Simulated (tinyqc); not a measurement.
The coupled modes against doping: free-carrier optics of a doped semiconductor (Drude model with one polar phonon).

eps(E) = ei [1 - Ep^2/(E^2 + i E Gam)] + (es - ei) wT^2/(wT^2 - E^2 - i E gT), with Ep^2 = 8 pi c (e^2/(4 pi eps0)) N/(m ei), c = hbar^2/2m0, N in 1/angstrom^3 (1e-24 per 1/cm^3); Gam = hbar/tau, tau = mu m m0/e with m0/e = 5.685630e-12 kg/C and mu in m^2/(V s). Energies in meV.

Constants: hbar^2/2m0 = 3.80998211 eV angstrom^2; e^2/(4 pi eps0) = 14.39964547 eV angstrom.

Values chosen for the exercise (mass and dielectric values near those of InAs; N and mu are free inputs; interband absorption and the rise of the mass with filling are left out; not measured data): m = 0.028 m0 (conductivity mass); ei = 12.64 (high-frequency dielectric constant); wT = 26.8 meV (TO phonon); es = 15.57 (static dielectric constant).

L-, L+ solve E^4 - (wL^2 + Ep^2) E^2 + Ep^2 wT^2 = 0, wL = wT sqrt(es/ei); damping left out; energies in meV.

Modes:
```
N (1/cm^3),Ep,L-,L+,Ep sqrt(ei/es)
7.0e+15,5.22,4.69,29.83,4.71
2.0e+16,8.83,7.88,30.01,7.95
7.0e+16,16.51,14.35,30.85,14.88
1.0e+17,19.74,16.79,31.50,17.78
2.0e+17,27.91,21.63,34.58,25.15
5.0e+17,44.14,25.24,46.86,39.77
9.0e+17,59.21,26.04,60.93,53.35
2.0e+18,88.27,26.49,89.30,79.53
7.0e+18,165.14,26.72,165.66,148.79
```

wL = 29.74 meV

What can be read from this table?

At low density L- follows Ep sqrt(ei/es) (4.69 against 4.71), a plasmon screened by the lattice, and L+ starts at wL. At the highest density L- has come within 0.08 meV of wT, since the carriers screen the field that lifts wL, and L+ is within 0.52 meV of Ep. The branches are closest, 12.95 meV, at 2e+17 1/cm^3 of those listed. The mass is held fixed, while in a real band it rises with filling.

tinyqc: `OMP_NUM_THREADS=1 python tinyqc.py 1681778 1681779 out.jsonl`; about 0.01 s, one thread, shared Intel(R) Xeon(R) Processor @ 2.30GHz.
